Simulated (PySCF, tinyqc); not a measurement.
Worked calculation: coupled-perturbed Hartree-Fock on RHF in the sto-3g basis, for BeH+, spin multiplicity 1. The lowest restricted solution is unstable here: a spin-polarised one lies 0.0193 hartree lower (PySCF). Computed by tinyqc, a small Python program that keeps every step (integrals from PySCF). Settings: charge = 1, multiplicity = 1, basis = sto-3g, method = RHF, energy threshold = 1e-10, iteration cap = 53, orthogonalisation = canonical, start = atomic densities, DIIS depth = 6. Command: `OMP_NUM_THREADS=1 python tinyqc.py 27284 27285 out.jsonl` (the two numbers bound the seeds that draw the settings). One thread of a shared host (Intel(R) Xeon(R) Processor @ 2.60GHz), about 0.2 s of CPU time with the checks. The early iterations of the SCF are left out here.

## One-electron integrals

Geometry (angstrom):
```
atom         x         y         z
Be    0.000000  0.000000  0.000000
H     0.000000  0.000000  1.976000
```

Basis sto-3g: exponents (1/bohr^2) and contraction coefficients of normalised primitives:
```
element  l (shell)   exponent  coefficient
Be           s (1)  30.167871     0.154329
Be           s (1)   5.495115     0.535328
Be           s (1)   1.487193     0.444635
Be           s (2)   1.314833    -0.099967
Be           s (2)   0.305539     0.399513
Be           s (2)   0.099371     0.700115
Be           p (3)   1.314833     0.155916
Be           p (3)   0.305539     0.607684
Be           p (3)   0.099371     0.391957
H            s (1)   3.425251     0.154329
H            s (1)   0.623914     0.535328
H            s (1)   0.168855     0.444635
```

Overlap, kinetic and nuclear-attraction integrals over the contracted functions; the nuclear repulsion is the sum of Za Zb / Rab.

nuclear repulsion = 1.07120893 hartree

overlap S, lower triangle:
```
           1Be 1s    1Be 2s   1Be 2px   1Be 2py   1Be 2pz     2H 1s
1Be 1s   1.000000
1Be 2s   0.259517  1.000000
1Be 2px  0.000000  0.000000  1.000000
1Be 2py  0.000000  0.000000  0.000000  1.000000
1Be 2pz  0.000000  0.000000  0.000000  0.000000  1.000000
2H 1s    0.016933  0.238943  0.000000  0.000000  0.319402  1.000000
```

kinetic energy T (hartree), lower triangle:
```
            1Be 1s    1Be 2s   1Be 2px   1Be 2py   1Be 2pz     2H 1s
1Be 1s    6.693975
1Be 2s   -0.033012  0.211111
1Be 2px   0.000000  0.000000  0.660592
1Be 2py   0.000000  0.000000  0.000000  0.660592
1Be 2pz   0.000000  0.000000  0.000000  0.000000  0.660592
2H 1s    -0.005685  0.007199  0.000000  0.000000  0.046005  0.760032
```

nuclear attraction V (hartree), lower triangle:
```
             1Be 1s     1Be 2s    1Be 2px    1Be 2py    1Be 2pz      2H 1s
1Be 1s   -14.828894
1Be 2s    -1.968745  -2.578539
1Be 2px    0.000000   0.000000  -2.540968
1Be 2py    0.000000   0.000000   0.000000  -2.540968
1Be 2pz   -0.008278  -0.085295   0.000000   0.000000  -2.597480
2H 1s     -0.127344  -0.525370   0.000000   0.000000  -0.683688  -2.297367
```

core Hamiltonian H = T + V (hartree), lower triangle:
```
            1Be 1s     1Be 2s    1Be 2px    1Be 2py    1Be 2pz      2H 1s
1Be 1s   -8.134919
1Be 2s   -2.001757  -2.367428
1Be 2px   0.000000   0.000000  -1.880376
1Be 2py   0.000000   0.000000   0.000000  -1.880376
1Be 2pz  -0.008278  -0.085295   0.000000   0.000000  -1.936888
2H 1s    -0.133029  -0.518172   0.000000   0.000000  -0.637682  -1.537335
```

## Two-electron integrals

Functions are numbered as in S; the eight-fold symmetry (ij|kl) = (ji|kl) = (kl|ij) leaves the list below.

Two-electron integrals (ij|kl) in chemists' order, unique and non-zero (hartree):
```
(11|11) 2.298831   (21|11) 0.392036   (21|21) 0.079539   (22|11) 0.570988
(22|21) 0.143041   (22|22) 0.417683   (31|31) 0.014607   (32|31) 0.021888
(32|32) 0.092265   (33|11) 0.569578   (33|21) 0.143083   (33|22) 0.417589
(33|33) 0.449859   (41|41) 0.014607   (42|41) 0.021888   (42|42) 0.092265
(43|43) 0.024249   (44|11) 0.569578   (44|21) 0.143083   (44|22) 0.417589
(44|33) 0.401360   (44|44) 0.449859   (51|51) 0.014607   (52|51) 0.021888
(52|52) 0.092265   (53|53) 0.024249   (54|54) 0.024249   (55|11) 0.569578
(55|21) 0.143083   (55|22) 0.417589   (55|33) 0.401360   (55|44) 0.401360
(55|55) 0.449859   (61|11) 0.025139   (61|21) 0.005104   (61|22) 0.009282
(61|33) 0.009222   (61|44) 0.009222   (61|51) 0.000479   (61|52) 0.000901
(61|55) 0.009406   (61|61) 0.000345   (62|11) 0.092272   (62|21) 0.023621
(62|22) 0.079654   (62|33) 0.076328   (62|44) 0.076328   (62|51) 0.002993
(62|52) 0.021330   (62|55) 0.086220   (62|61) 0.001686   (62|62) 0.027617
(63|31) 0.001694   (63|32) 0.008895   (63|53) 0.003300   (63|63) 0.001894
(64|41) 0.001694   (64|42) 0.008895   (64|54) 0.003300   (64|64) 0.001894
(65|11) 0.112527   (65|21) 0.029048   (65|22) 0.101749   (65|33) 0.096020
(65|44) 0.096020   (65|51) 0.004659   (65|52) 0.032512   (65|55) 0.113092
(65|61) 0.002126   (65|62) 0.039136   (65|65) 0.056227   (66|11) 0.267655
(66|21) 0.069434   (66|22) 0.261935   (66|33) 0.245690   (66|44) 0.245690
(66|51) 0.008205   (66|52) 0.079931   (66|55) 0.294000   (66|61) 0.004957
(66|62) 0.126123   (66|65) 0.186300   (66|66) 0.774606
```

## Orthogonalisation

S = U s U^T; canonical form X = U s^(-1/2), so that X^T S X = 1. Each column of U has its largest component positive (the first on a tie).

eigenvalues of S: 0.570291  0.803162  1.000000  1.000000  1.183239  1.443308

X:
```
                 1          2          3         4          5         6
1Be 1s    0.392971   0.721558   0.000000  0.000000   0.566451  0.281176
1Be 2s   -0.705633  -0.524334   0.000000  0.000000   0.419128  0.446216
1Be 2px   0.000000   0.000000  -0.387389  0.921916   0.000000  0.000000
1Be 2py   0.000000   0.000000   0.921916  0.387389   0.000000  0.000000
1Be 2pz  -0.625995   0.570771   0.000000  0.000000  -0.512133  0.376439
2H 1s     0.842187  -0.351749   0.000000  0.000000  -0.293808  0.522473
```

Within a degenerate level the vectors are fixed only up to a rotation; this is one choice.

## Iteration 9 (converged): orbitals

converged F (hartree), lower triangle:
```
            1Be 1s     1Be 2s    1Be 2px    1Be 2py    1Be 2pz      2H 1s
1Be 1s   -4.975767
1Be 2s   -1.397490  -0.838587
1Be 2px   0.000000   0.000000  -0.116615
1Be 2py   0.000000   0.000000   0.000000  -0.116615
1Be 2pz   0.015416  -0.083111   0.000000   0.000000  -0.201401
2H 1s    -0.091967  -0.319071   0.000000   0.000000  -0.278421  -0.383707
```

Diagonalise F' = X^T F X, C = X C', fill 2 alpha and 2 beta electrons from the bottom; D = 2 C_occ C_occ^T. Each column has its largest component positive (the first on a tie).

F' = X^T F X (hartree), lower triangle:
```
           1          2          3          4          5          6
1  -0.231066
2  -0.709959  -1.773573
3   0.000000   0.000000  -0.116615
4   0.000000   0.000000   0.000000  -0.116615
5  -0.660747  -1.848461   0.000000   0.000000  -2.441244
6  -0.370188  -0.962330   0.000000   0.000000  -1.304949  -1.354281
```

orbital energies (hartree): MO1 -4.978520, MO2 -0.623719, MO3 -0.249495, MO4 -0.116615, MO5 -0.116615, MO6 0.051570

coefficients C:
```
               MO1        MO2        MO3       MO4        MO5        MO6
1Be 1s    0.993042  -0.206022  -0.197077  0.000000   0.000000  -0.087065
1Be 2s    0.025819   0.695567   0.722188  0.000000   0.000000   0.376277
1Be 2px   0.000000   0.000000   0.000000  0.969450  -0.245289   0.000000
1Be 2py   0.000000   0.000000   0.000000  0.245289   0.969450   0.000000
1Be 2pz  -0.002026   0.238480  -0.551427  0.000000   0.000000   0.872174
2H 1s    -0.002656   0.501598  -0.450760  0.000000   0.000000  -0.858787
```

D after iteration 9, lower triangle:
```
            1Be 1s    1Be 2s   1Be 2px   1Be 2py   1Be 2pz     2H 1s
1Be 1s    2.057156
1Be 2s   -0.235326  0.968961
1Be 2px   0.000000  0.000000  0.000000
1Be 2py   0.000000  0.000000  0.000000  0.000000
1Be 2pz  -0.102288  0.331653  0.000000  0.000000  0.113753
2H 1s    -0.211956  0.697653  0.000000  0.000000  0.239253  0.503215
```

Within a degenerate level the vectors are fixed only up to a rotation; this is one choice.

## Convergence

Stop when the energy changes by less than 1e-10 hartree and every element of the error matrix X^T (F D S - S D F) X is below 3e-06.

Course of the cycle:
```
iteration   E (hartree)     change  largest element of the error matrix
1          -12.59206962          -                             1.30e-01
2          -14.53301622  -1.94e+00                             1.03e-01
3          -14.56247170  -2.95e-02                             6.91e-02
4          -14.58432356  -2.19e-02                             7.99e-03
5          -14.58460928  -2.86e-04                             3.19e-03
6          -14.58462463  -1.54e-05                             4.31e-04
7          -14.58462549  -8.58e-07                             2.91e-05
8          -14.58462549  -4.72e-09                             1.44e-07
9          -14.58462549  -6.39e-14                             8.78e-08
```

PySCF RHF in the same basis = -14.58462549 hartree

Converged in 9 iterations.

## Integrals over molecular orbitals

(pq|rs) = sum C_ip C_jq C_kr C_ls (ij|kl), one index at a time.

one-electron integrals over orbitals h = C^T H C (hartree), lower triangle:
```
           1          2          3          4          5          6
1  -8.125550
2   0.179351  -1.928045
3   0.189357  -0.107034  -1.819348
4   0.000000   0.000000   0.000000  -1.880376
5   0.000000   0.000000   0.000000   0.000000  -1.880376
6   0.053544  -0.241879   0.123050   0.000000   0.000000  -1.657345
```

Two-electron integrals over orbitals (pq|rs), unique and non-zero (hartree):
```
(11|11) 2.275858    (21|11) -0.177202   (21|21) 0.022707    (22|11) 0.446940
(22|21) -0.002149   (22|22) 0.433153    (31|11) -0.169949   (31|21) 0.018554
(31|22) -0.012593   (31|31) 0.024994    (32|11) 0.093605    (32|21) -0.005778
(32|22) -0.061623   (32|31) 0.001272    (32|32) 0.077299    (33|11) 0.503078
(33|21) -0.009902   (33|22) 0.332994    (33|31) 0.001467    (33|32) 0.025413
(33|33) 0.407469    (41|41) 0.015578    (42|41) 0.014594    (42|42) 0.047487
(43|41) 0.013607    (43|42) 0.036222    (43|43) 0.046367    (44|11) 0.569241
(44|21) -0.006193   (44|22) 0.344172    (44|31) -0.005985   (44|32) 0.050443
(44|33) 0.370829    (44|44) 0.449859    (51|51) 0.015578    (52|51) 0.014594
(52|52) 0.047487    (53|51) 0.013607    (53|52) 0.036222    (53|53) 0.046367
(54|54) 0.024249    (55|11) 0.569241    (55|21) -0.006193   (55|22) 0.344172
(55|31) -0.005985   (55|32) 0.050443    (55|33) 0.370829    (55|44) 0.401360
(55|55) 0.449859    (61|11) -0.071102   (61|21) 0.012218    (61|22) 0.008345
(61|31) 0.001080    (61|32) -0.008087   (61|33) -0.013384   (61|44) -0.001881
(61|55) -0.001881   (61|61) 0.014654    (62|11) 0.131313    (62|21) -0.000868
(62|22) -0.008529   (62|31) -0.008651   (62|32) 0.058792    (62|33) -0.004676
(62|44) 0.069783    (62|55) 0.069783    (62|61) 0.006519    (62|62) 0.112082
(63|11) -0.088027   (63|21) 0.003425    (63|22) 0.056438    (63|31) -0.004825
(63|32) -0.074992   (63|33) -0.040981   (63|44) -0.044920   (63|55) -0.044920
(63|61) 0.008518    (63|62) -0.062701   (63|63) 0.092229    (64|41) 0.006073
(64|42) 0.022975    (64|43) 0.004987    (64|64) 0.021144    (65|51) 0.006073
(65|52) 0.022975    (65|53) 0.004987    (65|65) 0.021144    (66|11) 0.478473
(66|21) -0.002512   (66|22) 0.439353    (66|31) -0.011165   (66|32) -0.064341
(66|33) 0.362734    (66|44) 0.348786    (66|55) 0.348786    (66|61) 0.006879
(66|62) -0.028772   (66|63) 0.055834    (66|66) 0.471793
```

## Response to a field: uncoupled start

dipole integrals <a|y|i> (bohr):
```
          i1        i2
a3  0.000000  0.000000
a4  0.035944  0.229828
a5  0.142061  0.908345
a6  0.000000  0.000000
```

Field along y; U_ai = -mu_ai / (e_a - e_i), alpha = -4 sum U_ai mu_ai.

uncoupled U:
```
           i1         i2
a3   0.000000   0.000000
a4  -0.007393  -0.453216
a5  -0.029219  -1.791237
a6   0.000000   0.000000
```

uncoupled polarisability = 6.942557 bohr^3

## Coupled step 1

U_ai = -(mu_ai + sum_bj [4 (ai|bj) - (ab|ij) - (aj|bi)] U_bj) / (e_a - e_i); alpha = -4 sum U_ai mu_ai.

U after step 1:
```
           i1         i2
a3   0.000000   0.000000
a4  -0.003529  -0.632763
a5  -0.013947  -2.500855
a6   0.000000   0.000000
```

polarisability = 9.676691 bohr^3

## Coupled step 2

As before.

U after step 2:
```
           i1         i2
a3   0.000000   0.000000
a4  -0.001268  -0.704562
a5  -0.005011  -2.784623
a6   0.000000   0.000000
```

polarisability = 10.768331 bohr^3

## Coupled polarisability

Repeat until U stops changing; compare with -d2E/dF2.

Course of the coupled iterations:
```
step  alpha (bohr^3)
0           6.942557
1           9.676691
2          10.768331
3          11.205760
4          11.381206
5          11.451592
6          11.479831
7          11.491161
8          11.495707
9          11.497531
10         11.498263
11         11.498556
12         11.498674
13         11.498721
14         11.498740
15         11.498748
16         11.498751
17         11.498752
18         11.498753
19         11.498753
20         11.498753
21         11.498753
```

coupled polarisability = 11.498753 bohr^3

finite-field check, fields of +/-0.001 au = 11.498655 bohr^3
